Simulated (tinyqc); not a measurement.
Electrons shared among three sets of ellipsoidal valleys, step by step. Values are carried at full precision from step to step, so a last printed digit may differ when a step is redone from the rounded ones.

Constants: hbar^2/2m0 = 3.80998211 eV angstrom^2; kB = 8.617333262e-05 eV/K.

Parameters, chosen for this exercise (masses and offsets near those of Ge; mobilities are free inputs, held fixed; shifted at random, so the results belong to these values and not to a real crystal):
```
symbol  value                    unit        meaning
ml      (1.542, 0.043, 0.873)    m0          longitudinal masses of L, Gamma, Delta
mt      (0.0825, 0.043, 0.2012)  m0          transverse masses
M       (4, 1, 6)                            valleys in each set
T       200                      K
dE      (0, 0.119, 0.19)         eV          edges of L, Gamma, Delta above the first
n       5.6e+19                  1/cm^3      total electron density
mu      (4100, 23000, 1300)      cm^2/(V s)  mobility of each set
```

## Masses of each set

One valley: m_d = (ml mt^2)^(1/3). Whole set: m_de = M^(2/3) m_d. Mean over three axes: 1/m_c = (1/ml + 2/mt)/3. Anisotropy K = ml/mt.

m_d, m_de, m_c (m0) and K of each set:
```
set       m_d    m_de     m_c      K
L      0.2189  0.5517  0.1205  18.69
Gamma  0.0430  0.0430  0.0430   1.00
Delta  0.3282  1.0836  0.2706   4.34
```

m_de/m_c is 4.58 for L, 1.00 for Gamma, 4.00 for Delta: many anisotropic valleys give many states at a light conductivity mass. m_c is the mean over three axes; a set that holds only some of the equivalent valleys conducts with a mass that depends on direction.

## Effective densities of states

N_i = M_i times N = 2 (m kB T/(4 pi c))^(3/2) with c = hbar^2/2m0, in 1/angstrom^3; times 1e24 for 1/cm^3, with m = (ml mt^2)^(1/3).

kT = 0.017235 eV

N_i (1/cm^3): L 5.5975e+18, Gamma 1.2180e+17, Delta 1.5407e+19

## Fermi level and populations

F_j(eta) = (1/Gamma(j + 1)) integral_0^infinity x^j dx/(1 + exp(x - eta)), which tends to exp(eta) for eta << 0.

Solve n = sum_i N_i F_1/2((EF - dE_i)/kT), energies from the edge of the first set.

EF = 0.0940 eV

eta_i: L 5.45, Gamma -1.45, Delta -5.57

n_i (1/cm^3): L 5.59e+19, Gamma 2.64e+16, Delta 5.85e+16

shares: L 0.9985, Gamma 0.0005, Delta 0.0010

L holds most electrons (99.8 %). Boltzmann weights N_i exp(-dE_i/kT) would give Gamma a share of 0.0000.

## Drift and Hall mobility of the mixture

With f_i the shares, mu_drift = sum f_i mu_i; low-field Hall mobility mu_H = sum f_i mu_i^2/mu_drift (scattering and anisotropy factors set to 1); the Hall density is n mu_drift/mu_H; rho = 1/(e n mu_drift), e = 1.602176634e-19 C.

mu_drift = 4106 cm^2/(V s)
mu_H = 4149 cm^2/(V s)
Hall density = 5.54e+19 1/cm^3
rho = 2.71e-05 ohm cm

A Hall measurement would read 99.0 % of the true density. The mobilities are of the size met in pure crystals; at this density impurities would cut them and raise rho, by a factor of two to ten or more depending on crystal and density.

## Checks

- Share of Gamma at n = 1e10 1/cm^3 against the Boltzmann weight: both 2.182e-05.

Program tinyqc; command `OMP_NUM_THREADS=1 python tinyqc.py 1651512 1651513 out.jsonl`; about 0.02 s on one thread of a shared Intel(R) Xeon(R) Processor @ 2.30GHz.
